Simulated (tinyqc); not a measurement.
Inside a calculation. Model: planar ballistic transistor, top-of-the-barrier model.

Computed by the program tinyqc: `OMP_NUM_THREADS=1 python tinyqc.py 2400096 2400097 out.jsonl`, one thread of a shared Intel Xeon 2.30GHz, about 0.01 s for the whole run. Printed values are rounded.

At the top of the source barrier, states moving towards the drain are filled by the source (Fermi level 0) and states moving back by the drain (Fermi level -q Vd); nothing scatters. U is the shift of the band edge there, set by the capacitances CG, CD and CS (the total) and by the charge. Parabolic two-dimensional band; the source is grounded.

Parameters, values chosen for the exercise; mass and valleys close to those of indium arsenide:
- T = 300 K (temperature)
- m = 0.0307 m0 (effective mass)
- gv = 1 (valley degeneracy)
- eox = 7.5 (relative permittivity of the gate insulator)
- tox = 3.7 nm (insulator thickness)
- aG = 0.75 (gate control CG/CS)
- aD = 0.05 (drain control CD/CS)
- E0 = 0.29 eV (band edge at the barrier top above the source Fermi level at zero bias)
- Vg = 0.8 V (gate voltage)
- Vd = 0.2 V (drain voltage)

Constants: q = 1.602176634e-19 C, kB = 1.380649e-23 J/K, hbar = 1.054571817e-34 J s, m0 = 9.1093837015e-31 kg, Vt = kB T/q, eps0 = 8.8541878128e-14 F/cm where lengths are in cm. Results are converted to the units shown.

## Density of states, capacitances and charge at zero bias

N0 = gv m kB T/(pi hbar^2), CG = eps0 eox/tox, vT = sqrt(2 kB T/(pi m)), CS = CG/aG, n0 = n at U = 0 and Vd = 0. eta1 = -(E0 + U)/Vt, eta2 = eta1 - Vd/Vt, n = (N0/2)[F_0(eta1) + F_0(eta2)], F_0(x) = ln(1 + exp x). UL = -(aG Vg + aD Vd).

N0 = 3.31535e11 cm^-2
CG = 1.79477 uF/cm^2
CS = 2.39302 uF/cm^2
n0 = 4.45391e6 cm^-2
UL = -0.61 eV

## Iteration 1: self-consistent potential at the barrier top

U at the start (U = UL) = -0.61 eV

eta1 = -(E0 + U)/Vt, eta2 = eta1 - Vd/Vt, n = (N0/2)[F_0(eta1) + F_0(eta2)], F_0(x) = ln(1 + exp x). U(out) = UL + q (n - n0)/CS. Newton step: U(new) = U + (U(out) - U)/(1 + CQ/CS), CQ = (q/Vt) dn/d(eta1) with both F' summed; F_0'(x) = 1/(1 + exp(-x)).

eta1 = 12.3782
eta2 = 4.64181
n = 2.82295e12 cm^-2
U(out) = -0.420998 eV
CQ = 2.04487 uF/cm^2
U after iteration 1 = -0.508086 eV

## Iteration 2: self-consistent potential at the barrier top

As before.

eta1 = 8.43593
eta2 = 0.699583
n = 1.58127e12 cm^-2
U(out) = -0.504131 eV
CQ = 1.71349 uF/cm^2
U after iteration 2 = -0.505781 eV

## Course of the iteration: self-consistent potential at the barrier top

Stop when U changes by less than 1e-9 eV, or after 90 iterations.

Course of the iteration:
```
iteration     U (eV)  |change| (eV)
1          -0.508086          0.102
2          -0.505781        2.30e-3
3          -0.505776        5.79e-6
4          -0.505776       3.72e-11
```

Converged in 4 iterations. At the end the number of correct digits about doubles with each step.

## Current, mean velocity and share of the gate voltage

converged U = -0.505776 eV

N0 = gv m kB T/(pi hbar^2), CG = eps0 eox/tox, vT = sqrt(2 kB T/(pi m)), CS = CG/aG, n0 = n at U = 0 and Vd = 0. eta1 = -(E0 + U)/Vt, eta2 = eta1 - Vd/Vt, n = (N0/2)[F_0(eta1) + F_0(eta2)], F_0(x) = ln(1 + exp x). I = q (N0/2) vT [F_(1/2)(eta1) - F_(1/2)(eta2)] per width, F_(1/2)(x) = (2/sqrt(pi)) int_0^infinity u^(1/2)/(1 + exp(u - x)) du. Mean velocity I/(q n). CQ = (q/Vt) dn/d(eta1); the band edge follows the gate as -dU/dVg = aG/(1 + CQ/CS).

eta1 = 8.34657
n = 1.55671e12 cm^-2
I = 1407.32 uA/um
mean velocity = 5.64254e7 cm/s
CQ = 1.69281 uF/cm^2
-dU/dVg = 0.439266 eV/V

The carriers from the source are degenerate (eta1 = 8.35), and the mean velocity is 1.84 times vT = sqrt(2 kB T/(pi m)) = 3.07e7 cm/s. The drain fills a good part of the returning states, which lowers the mean.
